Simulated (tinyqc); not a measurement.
Coherent potential approximation for a binary alloy with a semi-elliptic band: one step. Densities on A and B, and the lifetime. Four cases, with inputs chosen for the exercise.

Problem. G_i = G/(1 - (e_i - S) G); densities -Im G_i/pi; their weighted sum must be -Im G/pi. Lifetime hbar/(2 |Im S|), which has a meaning only while |Im S| is small against W. Weak-scattering value of S: x (1 - x) d^2 G.

Site levels eA = -x d (share 1 - x) and eB = (1 - x) d (share x), so that their mean, the virtual crystal, is 0. Pure band: G0(z) = 2 (z - sqrt(z - W) sqrt(z + W))/W^2 with principal roots, density -Im G/pi per site. The medium has a self-energy S(z), G = G0(z - S), z = E + i eta. t_i = (e_i - S)/(1 - (e_i - S) G); the CPA demands <t> = (1 - x) tA + x tB = 0. Iteration: start at S = 0, set S(new) = S + <t>/(1 + <t> G), stop when |<t>| < 1e-9 eV.

Constants: hbar = 6.58211957e-16 eV s.

Case 1.

Values chosen: x = 0.16 (fraction of B); d = 1.27 eV (eB - eA).

eA, eB (eV): [-0.203200, 1.066800]

S = -0.0646867-0.0560557i eV
G = -0.2519948-0.4383743i 1/eV

Case 2.

Values chosen: x = 0.31 (fraction of B); d = 1.15 eV (eB - eA).

eA, eB (eV): [-0.356500, 0.793500]

S = -0.1210927-0.1004080i eV
G = -0.3687197-0.5570642i 1/eV

Case 3.

Values chosen: x = 0.28 (fraction of B); d = 1.02 eV (eB - eA).

eA, eB (eV): [-0.285600, 0.734400]

S = 0.1535661-0.2722469i eV
G = 0.5557423-0.7618832i 1/eV

Case 4.

Values chosen: x = 0.1 (fraction of B); d = 2.41 eV (eB - eA).

eA, eB (eV): [-0.241000, 2.169000]

S = -0.1178241-0.4913611i eV
G = 0.3281896-0.2723139i 1/eV

Give: densities; lifetime; weak-scattering S.

Solution.

Case 1.

densities (1/eV): on A 0.1522, on B 0.0730, weighted sum 0.1395, medium 0.1395

lifetime = 5.87 fs
weak-scattering S = -0.0546-0.0950i eV

An A site carries the larger density here, by a factor 2.09; the weak-scattering value is 47 % from S.

Case 2.

densities (1/eV): on A 0.2192, on B 0.0840, weighted sum 0.1773, medium 0.1773

lifetime = 3.28 fs
weak-scattering S = -0.1043-0.1576i eV

An A site carries the larger density here, by a factor 2.61; the weak-scattering value is 38 % from S.

Case 3.

densities (1/eV): on A 0.1262, on B 0.5415, weighted sum 0.2425, medium 0.2425

lifetime = 1.21 fs
weak-scattering S = 0.1166-0.1598i eV

A B site carries the larger density here, by a factor 4.29; the weak-scattering value is 38 % from S.

Case 4.

densities (1/eV): on A 0.0677, on B 0.2573, weighted sum 0.0867, medium 0.0867

lifetime = 0.670 fs
weak-scattering S = 0.1716-0.1423i eV

A B site carries the larger density here, by a factor 3.80; the weak-scattering value is 90 % from S.

Computed by tinyqc, one run a case: `OMP_NUM_THREADS=1 python tinyqc.py N N+1 out.jsonl` with N = 1451562, 1451583, 1451592, 1451726; one thread of a shared Intel(R) Xeon(R) Processor @ 2.30GHz, about 0.01 s a run at most.
